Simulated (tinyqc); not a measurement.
# Lossy on-chip transmission line with skin effect: two studies

A uniform line in a homogeneous dielectric: c = sqrt(er)/(c0 Z0), l = Z0 sqrt(er)/c0 (c0 = 299792458 m/s), g = w c td, w = 2 pi f. The resistance joins its limits as r = sqrt(r_dc^2 + r_hf^2), with r_dc = rho/(wd th), r_hf = kr rho/(2 delta (wd + th)), delta = sqrt(rho/(pi f mu0)), mu0 = 4 pi 1e-7 H/m; this is an interpolation, and internal inductance, up to 0.05 nH/mm at low frequency, is neglected.

Values chosen for this exercise:
```
symbol,value,unit,meaning
wd,5.4,um,width of the strip
th,2.8,um,thickness of the strip
rho,1.8,uohm cm,resistivity
er,3.9,,relative permittivity
td,0,,loss tangent
Z0,75,ohm,lossless impedance sqrt(l/c)
kr,2,,factor for crowding and the return path
len,3.3,mm,length
Rg,25,ohm,source resistance
RL,50,ohm,load resistance
CL,300,fF,load capacitance
f,9.4,GHz,frequency
```

Each table varies one quantity; the others keep the values above.

## Line properties against frequency

gamma = sqrt((r + i w l)(g + i w c)) = alpha + i beta, Zc = sqrt((r + i w l)/(g + i w c)), roots with positive real part; loss 8.685889638 alpha in dB; phase velocity w/beta. ZL = 1/(1/RL + i w CL); reflection (ZL - Zc)/(ZL + Zc); Zin = Zc (ZL + Zc tanh(gamma len))/(Zc + ZL tanh(gamma len)); H = V_load/V_source = [Zin/(Zin + Rg)]/[cosh(gamma len) + (Zc/ZL) sinh(gamma len)].

Result of one run:
```
f (GHz)  r (ohm/mm)  r/(w l)  loss (dB/mm)  |Zc| (ohm)  phase velocity over c0  length in wavelengths  |H| (dB)
20            4.749  0.07649        0.2748       75.11                  0.5060                 0.4351    -8.746
```

What becomes of these results when the frequency f is changed from 20 to 2 GHz, all else the same?

Result of the changed run:
```
f (GHz)  r (ohm/mm)  r/(w l)  loss (dB/mm)  |Zc| (ohm)  phase velocity over c0  length in wavelengths  |H| (dB)
2             1.879   0.3027        0.1076       76.66                  0.5008                0.04396    -4.156
```

The whole series:
```
f (GHz)  r (ohm/mm)  r/(w l)  loss (dB/mm)  |Zc| (ohm)  phase velocity over c0  length in wavelengths  |H| (dB)
0.01          1.195    38.49       0.01557       465.4                  0.1139               9.661e-4    -3.967
0.03          1.204    12.93       0.02638       270.0                  0.1916               0.001723    -3.970
0.09          1.230    4.402       0.04289       159.3                  0.3050               0.003249    -3.979
0.3           1.317    1.414       0.06525       98.70                  0.4333               0.007622    -4.009
0.8           1.504   0.6057       0.08364       81.10                  0.4862                0.01811    -4.067
2             1.879   0.3027        0.1076       76.66                  0.5008                0.04396    -4.156
7             2.969   0.1366        0.1715       75.35                  0.5052                 0.1525    -5.444
20            4.749  0.07649        0.2748       75.11                  0.5060                 0.4351    -8.746
60            8.052  0.04323        0.4661       75.04                  0.5063                  1.305    -19.30
```

r equals w l at 0.442 GHz: below it |Zc| and the delay grow as in an RC line, above it |Zc| tends to Z0 = 75 ohm and the velocity to 1/sqrt(er) = 0.506 c0. The loss goes as f^(0.48) between the first two rows and f^(0.48) between the last two. |H| is -3.97 dB in the first row and -19.3 dB in the last; between rows it can pass through resonances that the table doesn't show.

## Effect of the width of the strip

Same model as above.

Z0 is held fixed by scaling the dielectric height.

Results:
```
wd (um)  r (ohm/mm)   r/(w l)  loss (dB/mm)  |Zc| (ohm)  phase velocity over c0  length in wavelengths  |H| (dB)
1.4          7.6780   0.26313       0.44087      76.266                 0.50211                0.20607   -7.9210
3.3          4.6633   0.15981       0.26918      75.474                 0.50477                0.20499   -7.2750
5.3          3.4135   0.11698       0.19733      75.255                 0.50551                0.20469   -7.0097
8.3          2.4538  0.084094       0.14197      75.132                 0.50592                0.20452   -6.8081
13           1.7089  0.058564      0.098912      75.064                 0.50615                0.20443   -6.6533
21           1.1283  0.038666      0.065321      75.028                 0.50628                0.20438   -6.5338
32          0.76937  0.026367      0.044547      75.013                 0.50633                0.20436   -6.4606
```

Estimate the missing row, wd = 2.1 um.

Computed row:
```
wd (um)  r (ohm/mm)  r/(w l)  loss (dB/mm)  |Zc| (ohm)  phase velocity over c0  length in wavelengths  |H| (dB)
2.1          6.0985  0.20900       0.35125      75.806                 0.50366                0.20544   -7.5820
```

With this row back in the table: As wd goes from 1.4 to 32, the loss falls from 0.441 to 0.0445 dB/mm, |Zc| falls from 76.3 to 75.0 ohm and |H| goes from -7.92 to -6.46 dB, with its highest value among the rows, -6.46 dB, at wd = 32.

Program tinyqc, `OMP_NUM_THREADS=1 python tinyqc.py 2810111 2810112 out.jsonl`; Intel Xeon 2.30GHz, shared host, one thread, about 0.01 s.
